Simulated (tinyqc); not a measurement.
Energy relaxation with and without hot phonons: decay of LO phonons and the hot-phonon bottleneck in the cooling of electrons. Computed by tinyqc, a small Python program. Command: `OMP_NUM_THREADS=1 python tinyqc.py 3008499 3008500 out.jsonl hotphonon walk`. One thread of a shared host (Intel(R) Xeon(R) Processor @ 2.30GHz), about 0.01 s of CPU time with the checks.

n(E, T) = 1/(exp(E/(k_B T)) - 1) is the Bose occupation. Electrons have a temperature T_e; the LO modes within their reach share one occupation N; the decay products stay at the lattice temperature.

Inputs (values chosen for the exercise, modelled on zinc oxide): LO energy hbar omega = 69.9 meV; lifetime at T = 0, tau_0 = 1.8 ps; share f of the energy in the softer product = 0.25; lattice temperature T = 150 K; electron mass m* = 0.286 m_0; eps_inf = 3.76; static dielectric constant eps_s = 8.39; electron density n = 4.6e+17 1/cm^3; density of LO modes that the electrons reach, N_m = 4.7e+18 1/cm^3.

Decay channel: two unequal phonons (Ridley).

Constants: k_B = 8.617333262e-05 eV/K; c = 299792458 m/s; e^2/(4 pi eps_0) = 14.39964548 eV angstrom; hbar^2/(2 m_0) = 3.80998212 eV angstrom^2; hbar = 6.582119569e-16 eV s; e = 1.602176634e-19 C; k_B = 1.380649e-23 J/K.

Method:
- Decay rate 1/tau = (1/tau_0) [1 + n(f hbar omega) + n((1 - f) hbar omega)].
- Full width Gamma = 1/(2 pi c tau) in 1/cm, c in cm/s.
- Froehlich coupling alpha = (e^2/(4 pi eps_0)) (1/eps_inf - 1/eps_s) k_0/(2 hbar omega), k_0 = sqrt(m* hbar omega/(hbar^2/(2 m_0))); emission time tau_sp = hbar/(2 alpha hbar omega); bottleneck ratio r = (n/N_m) tau/tau_sp.
- Net emission per electron: [(N + 1) x - N]/tau_sp with x = exp(-hbar omega/(k_B T_e)), a simple two-level balance; steady state of the modes: n [(N + 1) x - N]/tau_sp = N_m (N - N_0)/tau; power per electron P = hbar omega [(N + 1) x - N]/tau_sp.
- P(T_e) = (hbar omega/tau_sp) [(N_0 + 1) x - N_0]/[1 + r (1 - x)], and r = 0 without hot phonons; energy relaxation time tau_E = (3/2) k_B (T_e - T)/P.

emission time tau_sp = 4.29955 fs

equilibrium LO occupation N_0 = 0.00450209

bottleneck ratio r = 29.9807

phonon lifetime tau = 1.31706 ps

Cooling:
```
T_e (K)  P, cold phonons (nW)  P, hot phonons (nW)   ratio  tau_E (ps)         N
180                    17.154              0.55966  30.650      1.1101  0.010944
230                    65.197               2.1661  30.099     0.76488  0.029434
300                    163.44               5.6409  28.974     0.55070  0.069430
450                    419.66               16.118  26.038     0.38548   0.19002
650                    739.46               33.051  22.373     0.31330   0.38492
950                    1102.3               60.513  18.216     0.27379   0.70101
1450                   1483.7               107.16  13.845     0.25124    1.2379
2150                   1782.4               171.02  10.422     0.24219    1.9730
```

What does the comparison show, and why?

Reabsorption cuts the loss by a factor 30.6 at the lowest T_e and 10.4 at the highest; the factor is 1 + r (1 - x) with r = 30.0. tau_E runs from 1.1 to 0.24 ps, with its shortest value, 0.24 ps, at T_e = 2150 K, against tau_sp = 4.3 fs and a phonon lifetime of 1.3 ps. For r (1 - x) much above 1 the loss tends to hbar omega (N_m/n)(n(hbar omega, T_e) - N_0)/tau, in which tau_sp no longer appears. Pauli blocking is left out, as are upper valleys and non-parabolic bands, which can matter above about 1000 K. Caution: alpha is above 1/2, so hbar/tau_sp exceeds hbar omega and the emission time, a weak-coupling result, is only rough.

Extremes, crossings and ranges named in words are read from the listed rows.
